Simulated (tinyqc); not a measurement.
Vacancy excess varied: nucleation and growth of vacancy voids in a cooling silicon-like crystal. Computed by tinyqc, a small Python program. Command: `OMP_NUM_THREADS=1 python tinyqc.py 3020370 3020371 out.jsonl voids walk`. One thread of a shared host (Intel(R) Xeon(R) Processor @ 2.30GHz), about 0.9 s of CPU time with the checks.

Spherical voids; vacancies are lost only to voids.

Inputs (values chosen for the exercise, close to those used for silicon): vacancy density at the melting point C_m = 7.6e+14 1/cm^3; formation energy E_f = 3.86 eV; melting point T_m = 1685 K; diffusion prefactor D0 = 0.00041 cm^2/s; migration energy E_m = 0.44 eV; site density rho = 5e+22 1/cm^3; void surface energy gamma = 0.93 J/m^2; cooling rate q = 6.4 K/min; ratio (V/G)/xi_c = 1.81; limit of the excess at high V/G = 2.4e+14 1/cm^3; temperature step = 0.125 K.

Vacancy supply: from V/G.

Constants: k_B = 8.617333262e-05 eV/K; k_B = 1.380649e-23 J/K.

Method:
- C = C_x (u - 1)/(u + 0.2) with u = (V/G)/xi_c, a form chosen for the exercise.
- C_e = C_m exp[-(E_f/k_B)(1/T - 1/T_m)]; D = D0 exp(-E_m/(k_B T)); f = k_B T ln(C/C_e); r* = 2 gamma/(rho f); W* = 16 pi gamma^3/(3 rho^2 f^2); Z = f/sqrt(12 pi W* k_B T); I = rho Z (4 pi r* D C) exp(-W*/(k_B T)).
- March down from 1500 K in steps dT, dt = dT/q, with values at the upper end of each step: a class of I dt voids is born with r*; then all classes grow by r^2 += 2 D (C - C_e) dt/rho; C falls by the vacancies added to voids. Stop at 1150 K. T_n is the T of the largest I, N the final count (classes under 1e-6 /cm^3 are dropped), and the mean radius the number average.

initial excess C = 9.67164e+13 1/cm^3

At fixed q:
```
C (1/cm^3)   T_n (K)  N (1/cm^3)  mean radius (nm)
3.90e+13    1305.375  6.5139e+07            14.027
5.80e+13    1326.625  4.8000e+07            17.739
9.70e+13    1355.000  3.2318e+07            24.044
1.50e+14    1379.875  2.3115e+07            31.111
2.40e+14    1407.375  1.6111e+07            41.068
```

What follows from these numbers?

More vacancies nucleate earlier (T_n rises by 102 K) and give fewer, larger voids: N goes as C^-0.77 and the radius as C^0.59, steeper than the -1/2 and +1/2 of the scaling argument at fixed D, because D rises with T_n.

Extremes, crossings and ranges named in words are read from the listed rows.
